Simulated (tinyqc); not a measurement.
Centre against ionicity: Wannier function of the lower band of a two-orbital chain.

H(k) = [[-d/2 - 2 ta cos k, -t1 - t2 exp(-ik)], [-t1 - t2 exp(ik), d/2 - 2 tb cos k]], k in 1/a, Bloch sums with exp(ikR) and without the positions inside the cell. Mesh k_j = 2 pi j/N. Projection gauge: each lower eigenvector u is multiplied by the phase that makes <trial|u> real and positive (the one-band case of Loewdin orthogonalisation). Wannier amplitudes w(R) = (1/N) sum_k exp(ikR) u(k); hoppings H(R) = (1/N) sum_k exp(-ikR) E(k).

Parameters, chosen for this exercise: t1 = 1.86 eV (A-B in the cell); t2 = 0.46 eV (B to A of the next cell); ta = 0.32 eV (A-A between cells); tb = 0.31 eV (B-B between cells); xb = 0.45 a (position of B (A at 0)).

N = 24, d varied. Overlaps M_j = u_j^+ diag(1, exp(-i b xb)) u_(j+1), b = 2 pi/N; centre -(1/2 pi) sum arg M_j folded into [0, 1); Omega_I = (1/(N b^2)) sum (1 - |M_j|^2); charge moved is -2 times the shift of the centre from its value at d = 0 (a doubly filled band); weight on A averaged over the mesh.

Against d:

| d (eV) | centre (a) | charge moved (e) | weight on A | Omega_I (a^2) |
|---|---|---|---|---|
| -6.0 | 0.4189 | -0.3869 | 0.077 | 0.0152 |
| -3.0 | 0.3721 | -0.2932 | 0.187 | 0.0336 |
| -1.5 | 0.3153 | -0.1797 | 0.311 | 0.0491 |
| -0.5 | 0.2581 | -0.0651 | 0.432 | 0.0573 |
| 0.0 | 0.2255 | 0.0000 | 0.500 | 0.0586 |
| 0.5 | 0.1929 | 0.0652 | 0.567 | 0.0574 |
| 1.5 | 0.1353 | 0.1804 | 0.688 | 0.0492 |
| 3.0 | 0.0782 | 0.2947 | 0.813 | 0.0336 |
| 6.0 | 0.0311 | 0.3888 | 0.923 | 0.0152 |

For large positive d the function sits on A (centre 0.031) and for large negative d on B at 0.45 (centre 0.419); at d = 0 it lies at 0.226, on the bond inside the cell, the stronger one. Among these rows the spread is largest at d = 0 eV.

(tinyqc, `OMP_NUM_THREADS=1 python tinyqc.py 1450576 1450577 out.jsonl`, Intel(R) Xeon(R) Processor @ 2.30GHz, 1 thread, shared host, about 0.1 s.)
